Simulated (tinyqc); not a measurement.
## Minority carriers and saturation current of a heavily doped emitter: effect of the contact

n-type, parabolic bands, full ionisation. eta = (EF - Ec)/kB T solves N = Nc F12(eta), F12(x) = (2/sqrt(pi)) int_0^infinity sqrt(u)/(1 + exp(u - x)) du. The gap shrinks rigidly by dEg = E1 [ln(N/N0) + sqrt(ln^2(N/N0) + 0.5)], an empirical law that is here taken as the true narrowing.

ni = sqrt(Nc Nv) exp(-Eg/(2 Vt)), Eg in volts; degeneracy factor g = F12(eta) exp(-eta); nie^2 = ni^2 exp(dEg/kB T) g, p0 = nie^2/N; apparent narrowing dEg + kB T ln g. 1/tau = Cn N^2 + 1/ts, D = mup Vt, L = sqrt(D tau); J0 = (q p0 D/L)(s + tanh(W/L))/(1 + s tanh(W/L)), s = S L/D; the share recombining inside is 1 - 1/[cosh(W/L)(1 + tanh(W/L)/s)].

Parameters, values chosen for the exercise; band and dielectric values close to those of germanium: temperature T = 300 K; band gap Eg = 0.653 eV; conduction-band density of states at 300 K Nc = 1.06e19 cm^-3; valence-band density of states at 300 K Nv = 6.03e18 cm^-3; ionised donor density N = 1.8e18 cm^-3; energy of the narrowing law E1 = 7.4 meV; density of the narrowing law N0 = 1.3e17 cm^-3; minority-hole mobility mup = 120 cm^2/(V s); Auger coefficient Cn = 1.9e-31 cm^6/s; defect lifetime ts = 7.5 us; emitter width W = 850 nm.

Constants: q = 1.602176634e-19 C, kB = 1.380649e-23 J/K, Vt = kB T/q. Results are converted to the units shown.

Results:
```
S (cm/s),J0 (fA/cm^2),share inside (%)
80,3.8056e7,44.347
340,1.0619e8,15.836
1500,3.9884e8,4.1525
6200,1.4219e9,1.1020
26000,4.0428e9,0.33104
4.8e5,9.0131e9,0.10039
2.1e6,9.5320e9,0.090175
8.8e6,9.6575e9,0.087871
```

Estimate the missing row, S = 1.1e5 cm/s.

Computed row:
```
S (cm/s),J0 (fA/cm^2),share inside (%)
1.1e5,7.2847e9,0.14490
```

With this row back in the table: J0 rises from 3.81e7 to 9.66e9 fA/cm^2, between the limits q p0 (D/L) tanh(W/L) = 1.69e7 and q p0 (D/L) coth(W/L) = 9.70e9; W/L = 0.042, so passivating the contact can gain at most a factor of 574.

Range of the model: Band tails, non-parabolic bands and incomplete ionisation are left out.

Numbers from tinyqc (`OMP_NUM_THREADS=1 python tinyqc.py 2330058 2330059 out.jsonl`; about 0.01 s on one thread of a shared Intel Xeon 2.30GHz).
